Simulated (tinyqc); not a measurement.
Worked calculation: atomic layer deposition: Langmuir saturation, growth per cycle and coating of deep features. Computed by tinyqc, a small Python program that keeps every step. Command: `OMP_NUM_THREADS=1 python tinyqc.py 3012394 3012395 out.jsonl ald walk`. One thread of a shared host (Intel(R) Xeon(R) Processor @ 2.30GHz), about 0.01 s of CPU time with the checks. Intermediate numbers are printed to about 5 digits and carried at full precision; extremes and crossings named in words are read from the listed rows.

Precursor A sticks only on free sites, so a long enough pulse saturates; co-reactant B then frees the sites again.

Inputs (values chosen for the exercise, modelled on silicon dioxide from an aminosilane and ozone):
```
quantity                                   value      unit
precursor mass M                             174         u
site density q                               2.6    1/nm^2
growth per cycle at saturation G             1.3  angstrom
sticking probability beta on free sites    0.075         -
precursor pressure p                         7.4        Pa
temperature T                                125         C
pulse time t                             0.00098         s
co-reactant completion per pulse c_B        0.99         -
desorption energy E_d                       1.54        eV
purge time t_p                               3.8         s
aspect ratio a                                14         -
```

Feature: long trench.

Constants: u = 1.6605390666e-27 kg; k_B = 1.380649e-23 J/K; k_B = 8.617333262e-05 eV/K.

## Flux and saturation time

Wall flux F = p/sqrt(2 pi M k_B T); rate of filling k_a = beta F/q; desorption k_d = 1e13 exp(-E_d/(k_B T)) per second. 1/m^2 = 1e-18/nm^2. Temperatures in kelvin are T(C) + 273.15.

flux F = 74076 1/(nm^2 s)

k_a = 2136.8 1/s

k_d = 3.2114e-07 1/s

time to 99 % without desorption, ln(100)/k_a = 0.0021552 s

## The first four cycles

One cycle from coverage th0: pulse A gives th1 = th_s + (th0 - th_s) exp(-(k_a + k_d) t), th_s = k_a/(k_a + k_d); the purge leaves th2 = th1 exp(-k_d t_p); pulse B converts c_B th2 into film and leaves th3 = (1 - c_B) th2. Growth = G c_B th2. Start from th0 = 0.

Cycles:
```
cycle        th0      th1      th2        th3  growth (angstrom)
1      0.0000000  0.87682  0.87681  0.0087681             1.1285
2      0.0087681  0.87790  0.87789  0.0087789             1.1299
3      0.0087789  0.87790  0.87790  0.0087790             1.1299
4      0.0087790  0.87790  0.87790  0.0087790             1.1299
```

## Steady growth per cycle

The periodic state has th0 = th3: th0 = (1 - c_B) e_p th_s (1 - e_a)/(1 - (1 - c_B) e_p e_a), with e_a = exp(-(k_a + k_d) t), e_p = exp(-k_d t_p). Share of impinging molecules used = q (th1 - th0)/(F t).

coverage after pulse A = 0.87790

growth per cycle = 1.1299 angstrom

share of impinging molecules used = 0.031128

The pulse is 2.09 filling times long: not fully saturated, so thickness still depends somewhat on the local dose. Caution: common pulse valves need about 10 ms, so a pulse this short is formal.

## Exposure for a deep feature

Diffusion-limited filling (Gordon) of a long trench of width w, hydraulic diameter 2w, so that a is replaced by a/2 in the hole formula: t = (q/F)(1 + 19a/8 + 3a^2/8). Reaction-limited filling needs ln(100)/k_a at any depth, k_a = beta F/q. Flow is molecular. The front picture holds when the modulus (a/2) sqrt(beta) is well above 1. Depth reached by the given pulse: solve the same formula for a. Exposure = p x diffusion-limited time; 1 langmuir = 1.33322e-4 Pa s.

diffusion-limited time = 0.0037819 s

exposure = 209.91 langmuir

modulus = 1.9170

aspect ratio reached by the front in time t = 5.8786

Diffusion needs 0.00378 s and reaction 0.00216 s: both matter. Caution: the modulus is not well above 1 or the Gordon time is under three times ln(100)/k_a, so there is no sharp front: the Gordon time is only a lower bound and the reaction time must be met as well. Caution: the pulse is shorter than ln(100)/k_a, so even the open surface is not saturated and the depth reached has no meaning. Caution: the depth reached is formal here: it is under 4/sqrt(beta), so no sharp front has formed.

## Coverage along the feature as the dose grows

Continuum model with steady gas transport: d2n/dz2 = 3 beta (1 - th) n/d_h^2 (d_h the hydraulic diameter, n = 1 at the mouth, no flux at the floor, 60 cells), d th/dt = beta F n (1 - th)/q; no desorption. Times are multiples of the larger of the Gordon time and ln(100)/k_a.

Coverage:
```
multiple      t (s)  top cell  quarter depth  half depth  three quarters  floor cell
0.05      0.0001891     0.325          0.168       0.081           0.042       0.031
0.10      0.0003782     0.545          0.317       0.163           0.087       0.065
0.20      0.0007564     0.794          0.557       0.327           0.188       0.145
0.40      0.0015128     0.958          0.837       0.619           0.420       0.345
0.60      0.0022692     0.992          0.949       0.824           0.659       0.581
0.80      0.0030255     0.998          0.986       0.937           0.850       0.802
1.00      0.0037819     1.000          0.997       0.983           0.955       0.937
1.30      0.0049165     1.000          1.000       0.998           0.995       0.993
```

At a multiple of 0.2 the coverage is 0.79 at the top and 0.14 at the floor. The coverage falls gradually with depth, without a sharp front. In the last row the floor reaches 0.993.

Checks made by the program: periodic state against 400 explicit cycles (relative difference below 1e-10).
